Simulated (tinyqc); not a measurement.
# Zener tunnelling in a reverse-biased junction, two-band WKB, step by step

Program tinyqc, `OMP_NUM_THREADS=1 python tinyqc.py 2620054 2620055 out.jsonl`; Intel Xeon 2.30GHz, shared host, one thread, about 0.02 s. Printed values are rounded.

Abrupt p-n junction, depletion approximation. Energies E are counted from the conduction-band edge of the neutral n side; its Fermi level lies at dn, that of the p side at dn - V, and the valence-band edge of the neutral p side at Em = dn + dp - V. Tunnelling needs 0 < E < Em. Two-band dispersion with equal masses m: inside the gap kappa = sqrt(m u (1 - u/Eg)/C), u the distance from a band edge, C = hbar^2/(2 m0).

Values chosen for this exercise; band and dielectric values close to those of indium arsenide: temperature T = 300 K; band gap Eg = 0.346 eV; relative permittivity eps_r = 15.3; conduction-band density of states at 300 K Nc = 8.78e16 cm^-3; valence-band density of states at 300 K Nv = 6.53e18 cm^-3; band-edge mass of the two-band model m = 0.024 m0; acceptor density Na = 6.8e18 cm^-3; donor density Nd = 3e17 cm^-3; bias of the p side V = -2 V; points of the energy grid nE = 11.

Constants: q = 1.602176634e-19 C, kB = 1.380649e-23 J/K, hbar = 1.054571817e-34 J s, h = 6.62607015e-34 J s, m0 = 9.1093837015e-31 kg, Vt = kB T/q, eps0 = 8.8541878128e-14 F/cm where lengths are in cm, hbar^2/(2 m0) = 0.0380998212 eV nm^2. Results are converted to the units shown.

Range of the model: Parabolic densities of states, no band tails and no gap narrowing, all of which matter at such doping.

## Fermi levels and built-in voltage

Nd = Nc F12(dn/Vt), Na = Nv F12(dp/Vt), F12(x) = (2/sqrt(pi)) int_0^infinity sqrt(u)/(1 + exp(u - x)) du; dn = EF - Ec on the n side, dp = Ev - EF on the p side (negative outside the bands); Vbi = Eg + dn + dp.

dn = 0.06163975 eV
dp = 0.01043082 eV
Vbi = 0.4180706 V

Boltzmann statistics would give dn = 0.0318 eV and dp = 0.00105 eV. At zero bias the bands of the two sides overlap by dn + dp.

## Width, field and exponent

W = sqrt(2 eps0 eps_r (Vbi - V)(1/Na + 1/Nd)/q), mean field F = (Vbi - V)/W, peak field 2 F. In a uniform field F the exponent is S = pi sqrt(m/C) Eg^1.5/(4 F). Transverse energy Et = C kt^2/m raises it to S (1 + 4 Et/Eg), so T = exp(-S) exp(-Et/Eb) with Eb = Eg/(4 S). KJ = (2 q^2/h) m/(4 pi C) (times 1e14 for A/cm^2 per eV^2).

W = 119.2967 nm
mean field = 0.2026938 MV/cm
S = 6.259039
exp(-S) = 0.001913083
Eb = 13.82001 meV
tunnelling length Eg/F = 17.07008 nm

## Current density on a coarse grid

J = KJ exp(-S) Eb times the integral from 0 to Em of [f(E - dn) - f(E - dn + V)] [1 - exp(-min(E, Em - E)/Eb)] dE, f(x) = 1/(1 + exp(x/Vt)), with S and Eb from the mean field; J > 0 flows from p to n. KJ = (2 q^2/h) m/(4 pi C) (times 1e14 for A/cm^2 per eV^2). Simpson's rule on nE equally spaced points from 0 to Em.

```
point    E (eV)  difference of the f  transverse factor
0      0.000000            -0.084375           0.000000
1      0.207207            -0.996427           1.000000
2      0.414414            -0.999999           1.000000
3      0.621621            -1.000000           1.000000
4      0.828828            -1.000000           1.000000
5      1.036035            -1.000000           1.000000
6      1.243242            -1.000000           1.000000
7      1.450449            -1.000000           1.000000
8      1.657656            -1.000000           1.000000
9      1.864864            -0.999506           1.000000
10     2.072071            -0.400476           0.000000
```

integral = -1.932808 eV
KJ = 3.883946e8 A/(cm^2 eV^2)
J = -19847.43 A/cm^2

A converged quadrature gives -20280 A/cm^2; this grid is 2.1 % below that in size.
